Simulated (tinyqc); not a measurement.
Low-temperature mobility of a two-dimensional electron gas with static screening: one step, computed by the program tinyqc. Command: `OMP_NUM_THREADS=1 python tinyqc.py 3000571 3000572 out.jsonl twodeg walk`. One thread of a shared host (Intel(R) Xeon(R) Processor @ 2.30GHz), about 0.01 s of CPU time with the checks.

One subband is filled, the gas is degenerate and scatters at the Fermi circle; one permittivity serves on both sides of the interface. All formulas are in SI units, masses times m_0. Piezoelectric and polar phonons are left out, and n_s is taken as set by a gate, independent of N_i.

Task: The integrands at a few angles. Form factors of a sheet of zero thickness: G(q) = 1, P(q) = exp(-q d). Dielectric function eps(q) = 1 + q_TF G(q)/q, with q = 2 k_F sin(theta/2). Roughness: <|U|^2> = (e F)^2 S(q), S = pi Delta^2 Lambda^2/(1 + q^2 Lambda^2/2)^(3/2). Remote charges: <|U|^2> = N_i [e^2 P(q)/(2 eps eps_0 q)]^2. The last two columns are (m/(pi hbar^3)) <|U|^2>/eps(q)^2.

Inputs (values chosen for the exercise, modelled on an InAs channel):
```
quantity                                        value    unit
in-plane mass m                                0.0301     m_0
mass across the layer m_z                      0.0305     m_0
permittivity eps                                 14.7       -
roughness height Delta                           0.74      nm
correlation length Lambda                         6.1      nm
remote charge density N_i                     4.6e+10  1/cm^2
distance d of the charges from the interface      3.1      nm
```

Wave function: ideal sheet. Roughness spectrum: exponential.

k_F = 0.2297363 1/nm

q_TF = 0.07738878 1/nm

effective field F = 0.05797827 MV/cm

Constants: m_0 = 9.1093837015e-31 kg; hbar = 1.054571817e-34 J s; e = 1.602176634e-19 C; eps_0 = 8.8541878128e-12 F/m.

Give: Integrands (1e9/(s rad)).

Result:

Integrands (1e9/(s rad)):
```
theta (degrees)  q (1/nm)  G  eps(q)  roughness  remote charges
5                  0.0200  1   4.861       17.2       3.097e+03
15                 0.0600  1   2.290       71.1       1.216e+03
30                 0.1189  1   1.651      106.3       4.132e+02
60                 0.2297  1   1.337       82.4       8.493e+01
90                 0.3249  1   1.238       52.5       2.744e+01
135                0.4245  1   1.182       32.4       9.507e+00
180                0.4595  1   1.168       27.5       6.689e+00
```

Caution: E_F exceeds 1.1 (hbar^2 e^2 F^2/2 m_z)^(1/3), of the order of the first subband spacing (1.75 times that in a triangular well, less with self-consistent band bending), so a second subband may fill.
